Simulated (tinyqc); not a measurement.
Dispersion and weight of the plasmon: plasmons of a degenerate electron gas in the random-phase approximation.

Zero temperature, parabolic band: kF = (3 pi^2 n)^(1/3), EF = c kF^2/m, Ep^2 = 8 pi c e2 n/(m eb), qTF^2 = 6 pi e2 n/(eb EF), c = hbar^2/2m0, e2 = e^2/(4 pi eps0), n in 1/angstrom^3 (1e-24 per 1/cm^3).

Lindhard function: eps(q, E)/eb = 1 + (qTF/q)^2 (f1 + i f2) with z = q/(2 kF), u = E/(hbar vF q), hbar vF = 2 c kF/m; f1 = 1/2 + [h(z - u) + h(z + u)]/(8 z), h(x) = (1 - x^2) ln|(x + 1)/(x - 1)|; f2 = pi u/2 for z + u < 1, (pi/(8 z))(1 - (z - u)^2) for |z - u| < 1 < z + u, else 0. Pairs exist for c (q^2 - 2 q kF)/m < E < c (q^2 + 2 q kF)/m.

Constants: hbar^2/2m0 = 3.80998211 eV angstrom^2; e^2/(4 pi eps0) = 14.39964547 eV angstrom.

Inputs chosen for the exercise (out of a larger set: mass and background constant near those of GaSb; polar phonons, which mix with the plasmon in the real crystal, and the rise of the mass with filling are left out, as are the L valleys, which fill above about 0.08 eV; not measured data):
```
symbol  value   unit    meaning
n       2e+19   1/cm^3  electron density
m       0.0413  m0      mass
eb      14.9            background dielectric constant
```

Short formula: E^2 = Ep^2 + (3/5)(hbar vF q)^2 + (c q^2/m)^2; qc is where the plasmon meets the top of the continuum. The weight is the share of the f-sum that the plasmon carries, 2E/(Ep^2 d(eps/eb)/dE); a dash marks no undamped root.

Energies (meV):
```
q (1/angstrom)   q/kF  top of continuum  plasmon  short formula  weight
0.00204         0.024             31.99    213.1          213.1   1.000
0.00511         0.061             81.58    220.5          220.4   0.999
0.00817         0.097             132.7    234.2          233.4   0.991
0.0112          0.133             185.1    253.8          251.0   0.970
0.0143          0.170             240.4    280.1          273.2   0.918
0.0163          0.194             277.1    300.5          289.3   0.852
0.0184          0.219             316.3    325.6          307.5   0.720
0.0198          0.236             342.9    345.1          320.3   0.529
0.0225          0.268             395.3        -          346.3       -
0.0266          0.317             477.4        -          388.6       -
```

qc = 0.02044 1/angstrom

What does the comparison show?

Ep = 211.7 meV. The plasmon rises from 213.1 to 345.1 meV just before qc, 63 % above Ep. The short formula errs by -1.09 % at q/kF = 0.13 and -7.18 % next to qc. The weight falls from 1.000 to 0.529 as pairs take over the sum.

Program tinyqc; command `OMP_NUM_THREADS=1 python tinyqc.py 1681662 1681663 out.jsonl`; about 0.01 s on one thread of a shared Intel(R) Xeon(R) Processor @ 2.30GHz.
